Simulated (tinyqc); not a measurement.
# Worked calculation: energy and delay of logic against supply voltage

Computed by the program tinyqc: `OMP_NUM_THREADS=1 python tinyqc.py 2082203 2082204 out.jsonl`, one thread of a shared Intel Xeon 2.30GHz, about 0.01 s for the whole run. Printed values are rounded.

One expression serves below and above threshold: I(Vg) = Ik [ln(1 + exp((Vg - VT + dd V)/(al nf Vt)))]^al, with I_on = I(V) and I_off = I(0). Gate delay td = kd C V/I_on, clock period LD td. Per gate and cycle the switching energy is act C V^2 and the leakage energy I_off V LD td. No short-circuit current, no variation. Minima are sought above 0.09 V; below a few Vt gates no longer switch and the model has no meaning.

Values chosen for this exercise; values of the order met in logic technologies:
- T = 330 K (temperature)
- VT = 0.41 V (threshold voltage at zero drain bias)
- nf = 1.1 (slope factor)
- dd = 0.11 (barrier lowering per volt of supply)
- Ik = 0.82 uA (specific current of a gate)
- al = 1.86 (exponent of the current law)
- C = 0.45 fF (load capacitance of a gate)
- kd = 0.6 (delay factor)
- LD = 30 (logic depth)
- act = 0.2 (activity factor)
- V = 0.6 V (supply voltage)

Constants: q = 1.602176634e-19 C, kB = 1.380649e-23 J/K, Vt = kB T/q. Results are converted to the units shown.

Range of the model: At a supply of a few Vt gates lose their noise margin, and variation, left out here, decides whether they work.

## Currents, delay and energies

I_on, I_off, td, clock frequency 1/(LD td), both energies and their sum.

I_on = 12.9677 uA
I_off = 0.0137004 nA
td = 12.4926 ps
clock frequency = 2.66825 GHz
switching energy = 32.4 aJ
leakage energy = 0.00308076 aJ
energy = 32.4031 aJ

I_on/I_off = 9.47e5; leakage makes up 0.00951 % of the energy.

## Starting value

V = 0.19 V.

V at the start = 0.19 V

## Iteration 1: new V

Minimum-energy supply: E(V) is the energy per gate and cycle; with h = 0.001 V, E' = (E(V + h) - E(V - h))/(2 h), E'' = (E(V - h) - 2 E(V) + E(V + h))/h^2, V(new) = V - E'/E''.

E' = 19.7338 aJ/V
E'' = 450.919 aJ/V^2
V after iteration 1 = 0.146236 V

## Iteration 2: new V

As before.

E' = -3.18188 aJ/V
E'' = 567.142 aJ/V^2
V after iteration 2 = 0.151847 V

## Course of the iteration

Stop when the step is below 1e-9 V, or after 40 iterations.

Course of the iteration:
```
iteration  V before the step (V)   step (V)
1                           0.19    -0.0438
2                       0.146236    5.61e-3
3                       0.151847   -9.19e-8
4                       0.151847  -2.85e-12
```

Converged in 4 iterations. There leakage makes up 41.6 % of the energy and the clock runs at 0.292 MHz.
